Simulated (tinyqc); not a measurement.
# n-type polysilicon, carrier trapping at grain boundaries: effects of single changes

One-dimensional grains of size Lg, uniform ionised doping N, monovalent traps Qt at each boundary at a depth Et below (for electrons) or above (for holes) the band edge there, abrupt depletion of width W on each side of a boundary, Boltzmann statistics. xi is the distance from the band edge at the grain centre to the Fermi level. Trapped charge Qt/(1 + exp((xi + VB - Et)/Vt)) = 2 N W, barrier VB = q N W^2/(2 eps0 eps_r).

Inputs (values chosen for the exercise); values of the order met in polycrystalline silicon: temperature T = 300 K; relative permittivity eps_r = 11.7; conduction-band density of states at T NB = 2.8e19 cm^-3; grain size Lg = 180 nm; trap density of a grain boundary Qt = 9.4e11 cm^-2; depth of the trap level from the majority band edge at the boundary Et = 0.32 eV; mass for thermionic emission ms = 0.3 m0; correction factor of the emission rate fe = 0.5; mobility inside the grains mug = 150 cm^2/(V s); doping N = 7.3e16 cm^-3.

Constants: q = 1.602176634e-19 C, kB = 1.380649e-23 J/K, m0 = 9.1093837015e-31 kg, Vt = kB T/q, eps0 = 8.8541878128e-14 F/cm where lengths are in cm. Results are converted to the units shown.

Each table varies one quantity; the others keep the values above.

## Effect of the doping

If the trap equation with xi = Vt ln(NB/N) has a root W < Lg/2, the grain is partly depleted; otherwise W = Lg/2 and the trap equation gives xi = Et - VB + Vt ln(Qt/(N Lg) - 1). N* = Qt/Lg. n0 = NB exp(-xi/Vt); mean density n0 (1 - 2 W/Lg) by charge balance in a partly depleted grain, and n0 (sqrt(pi)/2) erf(u)/u with u = sqrt(VB/Vt) in a fully depleted one; v = sqrt(kB T/(2 pi ms m0)); barrier resistivity Vt exp(VB/Vt)/(q fe n0 v Lg); grain resistivity (1 - 2 W/Lg)/(q n0 mug); effective mobility 1/(q mean density total resistivity). Rows with xi above 0.45 V, towards mid-gap, are left out, since the other carrier type is ignored.

Effect of the doping:

| N (cm^-3) | N/N* | depleted share 2 W/Lg | VB (V) | xi (V) | mean density (cm^-3) | resistivity (ohm cm) | effective mobility (cm^2/(V s)) |
|---|---|---|---|---|---|---|---|
| 2.6e15 | 0.04979 | 1.000 | 0.01629 | 0.3800 | 9.559e12 | 591.1 | 1105 |
| 5.5e15 | 0.1053 | 1.000 | 0.03445 | 0.3409 | 3.624e13 | 263.1 | 654.7 |
| 1.2e16 | 0.2298 | 1.000 | 0.07516 | 0.2761 | 3.293e14 | 103.8 | 182.6 |
| 2.4e16 | 0.4596 | 0.9748 | 0.1428 | 0.1826 | 6.058e14 | 38.21 | 269.6 |
| 5.1e16 | 0.9766 | 0.6645 | 0.1410 | 0.1631 | 1.711e16 | 17.03 | 21.42 |
| 1.1e17 | 2.106 | 0.4223 | 0.1229 | 0.1432 | 6.355e16 | 4.065 | 24.16 |
| 2.3e17 | 4.404 | 0.2251 | 0.07300 | 0.1241 | 1.782e17 | 0.4075 | 85.94 |
| 4.7e17 | 9.000 | 0.1110 | 0.03627 | 0.1057 | 4.178e17 | 0.1103 | 135.4 |
| 9.9e17 | 18.96 | 0.05274 | 0.01725 | 0.08640 | 9.378e17 | 0.04700 | 141.6 |
| 2.1e18 | 40.21 | 0.02487 | 0.008133 | 0.06696 | 2.048e18 | 0.02170 | 140.4 |

As N goes from 2.6e15 to 2.1e18, VB goes from 0.0163 through a maximum of 0.143 (at N = 2.4e16 among the rows listed) to 0.00813 V, the resistivity falls from 591 to 0.0217 ohm cm and the effective mobility moves up and down between 21.4 and 1100 cm^2/(V s). The steepest fall of the resistivity among the rows, as N^(-3.1), lies between N = 1.1e17 and 2.3e17 cm^-3; N* = 5.22e16 cm^-3. While the grain is fully depleted VB grows as N; once the traps are full it falls as 1/N. For N = 2.6e15, 9.9e17, 2.1e18 VB is below Vt, where abrupt depletion and thermionic emission are rough. For N = 2.4e16 the grain is near the changeover between partial and full depletion, within a few Debye lengths, where both limits are rough. For N = 2.6e15, 5.5e15, 1.2e16, 2.4e16 the effective mobility exceeds mug, since drift through the depleted part of the grain is left out.

## Effect of the grain size

Same model as above.

N* = Qt/Lg.

Results:

| Lg (nm) | N/N* | depleted share 2 W/Lg | VB (V) | xi (V) | mean density (cm^-3) | resistivity (ohm cm) | effective mobility (cm^2/(V s)) |
|---|---|---|---|---|---|---|---|
| 10 | 0.077660 | 1.0000 | 0.0014113 | 0.38256 | 1.0293e13 | 6620.8 | 91.584 |
| 31 | 0.24074 | 1.0000 | 0.013562 | 0.33613 | 5.3651e13 | 567.13 | 205.13 |
| 53 | 0.41160 | 1.0000 | 0.039642 | 0.28960 | 2.5159e14 | 150.36 | 164.99 |
| 94 | 0.73000 | 1.0000 | 0.12470 | 0.16959 | 1.5968e16 | 21.934 | 17.820 |
| 160 | 1.2426 | 0.61364 | 0.13604 | 0.15381 | 2.8204e16 | 11.074 | 19.984 |
| 290 | 2.2521 | 0.33856 | 0.13604 | 0.15381 | 4.8285e16 | 6.3651 | 20.308 |
| 500 | 3.8830 | 0.19636 | 0.13604 | 0.15381 | 5.8665e16 | 3.9312 | 27.063 |

Estimate the missing row, Lg = 17 nm.

Computed row:

| Lg (nm) | N/N* | depleted share 2 W/Lg | VB (V) | xi (V) | mean density (cm^-3) | resistivity (ohm cm) | effective mobility (cm^2/(V s)) |
|---|---|---|---|---|---|---|---|
| 17 | 0.13202 | 1.0000 | 0.0040786 | 0.36461 | 1.9938e13 | 2155.9 | 145.20 |

With this row back in the table: As Lg goes from 10 to 500, VB rises from 0.00141 to 0.136 V, the resistivity falls from 6620 to 3.93 ohm cm and the effective mobility moves up and down between 17.8 and 205 cm^2/(V s). For Lg = 10, 17, 31 VB is below Vt, where abrupt depletion and thermionic emission are rough. For Lg = 94 the grain is near the changeover between partial and full depletion, within a few Debye lengths, where both limits are rough. For Lg = 31, 53 the effective mobility exceeds mug, since drift through the depleted part of the grain is left out.

Program tinyqc, `OMP_NUM_THREADS=1 python tinyqc.py 2830128 2830129 out.jsonl`; Intel Xeon 2.30GHz, shared host, one thread, about 0.01 s.
